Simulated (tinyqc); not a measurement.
## Energy and delay of logic against supply voltage: optimum supplies against the threshold voltage at zero drain bias

One expression serves below and above threshold: I(Vg) = Ik [ln(1 + exp((Vg - VT + dd V)/(al nf Vt)))]^al, with I_on = I(V) and I_off = I(0). Gate delay td = kd C V/I_on, clock period LD td. Per gate and cycle the switching energy is act C V^2 and the leakage energy I_off V LD td. No short-circuit current, no variation. Minima are sought above 0.09 V; below a few Vt gates no longer switch and the model has no meaning.

V_min minimises the energy and V_EDP the product of energy and td.

Values chosen for this exercise; values of the order met in logic technologies:

| symbol | value | unit | meaning |
|---|---|---|---|
| T | 358 | K | temperature |
| nf | 1.17 |  | slope factor |
| dd | 0.02 |  | barrier lowering per volt of supply |
| Ik | 0.64 | uA | specific current of a gate |
| al | 1.71 |  | exponent of the current law |
| C | 2.2 | fF | load capacitance of a gate |
| kd | 0.8 |  | delay factor |
| LD | 40 |  | logic depth |
| act | 0.1 |  | activity factor |

Constants: q = 1.602176634e-19 C, kB = 1.380649e-23 J/K, Vt = kB T/q. Results are converted to the units shown.

Optimum supplies against the threshold voltage at zero drain bias:
```
VT (V),V_min (V),energy at V_min (aJ),leakage share (%),clock at V_min (MHz),V_EDP (V),clock at V_EDP (GHz)
0.15,0.2483,38.88,65.13,104.3,0.4786,0.3486
0.2,0.2459,27.07,50.84,49.61,0.5047,0.2927
0.25,0.2423,21.97,41.18,18.94,0.5817,0.2943
0.3,0.2402,19.72,35.64,6.094,0.6861,0.3235
0.35,0.2391,18.72,32.80,1.744,0.7982,0.3589
0.4,0.2387,18.28,31.44,0.4662,0.9119,0.3943
0.45,0.2385,18.08,30.81,0.1203,1.026,0.4286
0.5,0.2384,17.99,30.53,0.03054,1.140,0.4619
0.55,0.2383,17.95,30.40,0.007691,1.254,0.4943
```

As VT goes from 0.15 to 0.55, V_min falls from 0.248 to 0.238 V, the energy there falls from 38.9 to 18.0 aJ, the clock there falls from 104 to 0.00769 MHz and V_EDP rises from 0.479 to 1.25 V. V_min lies below VT for VT = 0.25, 0.3, 0.35, 0.4, 0.45, 0.5, 0.55 V. As VT grows, I_on too becomes a subthreshold current, VT cancels more and more from the energy, and it mainly sets the clock.

Computed by the program tinyqc: `OMP_NUM_THREADS=1 python tinyqc.py 2082094 2082095 out.jsonl`, one thread of a shared Intel Xeon 2.30GHz, about 0.01 s for the whole run.
